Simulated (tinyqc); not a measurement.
Capillary instabilities by surface diffusion: grooving and agglomeration of films, edge retraction, wire break-up and smoothing of roughness: one step, computed by the program tinyqc. Command: `OMP_NUM_THREADS=1 python tinyqc.py 3012983 3012984 out.jsonl dewet walk`. One thread of a shared host (Intel(R) Xeon(R) Processor @ 2.30GHz), about 0.01 s of CPU time with the checks.

Isotropic surface energy; shapes change by surface diffusion alone.

Task: Retraction of a straight edge. A rim shaped as a circular segment with contact angle theta holds the area h x; its radius r obeys r^2 (theta - sin theta cos theta) = h x. To advance, the edge must carry a strip of the rim height H = r (1 - cos theta) over the rim, driven by the curvature 1/r over the distance r theta (the scaling argument of Brandon and Bradshaw): H dx/dt = B/(theta r^2) gives x^(5/2) = (5/2) B t c^(3/2)/(theta (1 - cos theta) h^(3/2)), c = theta - sin theta cos theta.

Inputs (values chosen for the exercise, of the order of those of a copper film):
```
quantity                              value     unit
contact angle on the substrate theta    125  degrees
temperature T                           984        K
time t                                   67        s
film thickness h                         27       nm
```

B = 1726410 nm^4/s

Give: retraction x; rim height H; present speed.

Result:

retraction x = 367.68 nm

rim height H = 96.285 nm

present speed = 2.1951 nm/s

The rim is 3.6 times the film thickness. x goes as t^(2/5) h^(-3/5): thin films retract faster.
